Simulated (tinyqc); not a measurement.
Which input was changed? Model: heat flow across a film from the phonon Boltzmann equation in the relaxation-time approximation. Computed by tinyqc, a small Python program. Command: `OMP_NUM_THREADS=1 python tinyqc.py 3001407 3001408 out.jsonl slabbte which`. One thread of a shared host (Intel(R) Xeon(R) Processor @ 2.30GHz), about 0.09 s of CPU time with the checks.

Two black walls, hot at x = 0 and cold at x = L, emit phonons isotropically. For one free path Lambda, with tau = x/Lambda, tau_L = L/Lambda and phi = (T - T_cold)/Delta T, energy balance gives phi(tau) = (1/2) [E2(tau) + int_0^tau_L phi(s) E1(|tau - s|) ds]; E_n are the exponential integrals. The flux over the ballistic flux C v Delta T/4 is psi = 1 - 2 int_0^tau_L phi(s) E2(s) ds, and kappa_eff/kappa = (3/4) tau_L psi. kappa = C v Lambda/3 is an input, so at fixed kappa a longer free path means a smaller C v.

Inputs (values chosen for the exercise, modelled on gallium nitride):

| quantity | value | unit |
|---|---|---|
| bulk conductivity kappa | 186 | W/(m K) |
| film thickness L | 65 | nm |
| wall temperature difference Delta T | 7.8 | K |
| free path Lambda_1 | 81 | nm |
| cells n in the small system | 6 | - |

Free-path groups: one.

Method:
- Cut the film into n equal cells with constant phi, collocated at the centres c_i: the kernel integrates to A_ij = |E2(|c_i - e_j|) - E2(|c_i - e_(j+1)|)|/2 for cell edges e_j, and A_ii = 1 - E2(half a cell); solve (1 - A) phi = E2(c)/2; psi = 1 - 2 sum_j phi_j [E3(e_j) - E3(e_(j+1))].
- Use 150 and 300 cells and extrapolate psi = (4 psi(300) - psi(150))/3. The jump at the hot wall is 1 - phi there (linear extrapolation from the first two of 300 cells). Two-flux (diffusion with slip) formula: psi = 1/(1 + 3 tau_L/4).
- Each group is solved on its own with 150 and 300 cells, psi = (4 psi(300) - psi(150))/3, and weighted by its share of kappa.
- Flux J = kappa_eff Delta T/L; apparent boundary resistance per wall (L/kappa_eff - L/kappa)/2.

Problem. One of these inputs alone was changed, within the range given: bulk conductivity kappa (93 to 372); film thickness L (32.5 to 130); free path Lambda_1 (40.5 to 162). Which one, and to what value?

Results:

| run | apparent resistance per wall (m^2 K/GW) | jump at the wall / Delta T for Lambda_1 | psi for Lambda_1 |
|---|---|---|---|
| before | 0.3058992 | 0.2653645 | 0.6040454 |
| after | 0.2682853 | 0.2513800 | 0.5736172 |

Solution.

Each candidate set to reproduce apparent resistance per wall, and what it then gives:

| candidate | range searched | value needed | jump at the wall / Delta T for Lambda_1 | psi for Lambda_1 |
|---|---|---|---|---|
| bulk conductivity kappa (W/(m K)) | 93 to 372 | 212.1 | 0.26536 | 0.60405 |
| film thickness L (nm) | 32.5 to 130 | out of reach | - | - |
| free path Lambda_1 (nm) | 40.5 to 162 | 70.90 | 0.25138 | 0.57362 |

Only free path Lambda_1 fits every result: it went from 81 to 70.9 nm. The next best candidate, bulk conductivity kappa, misses one result by 5.6 %.
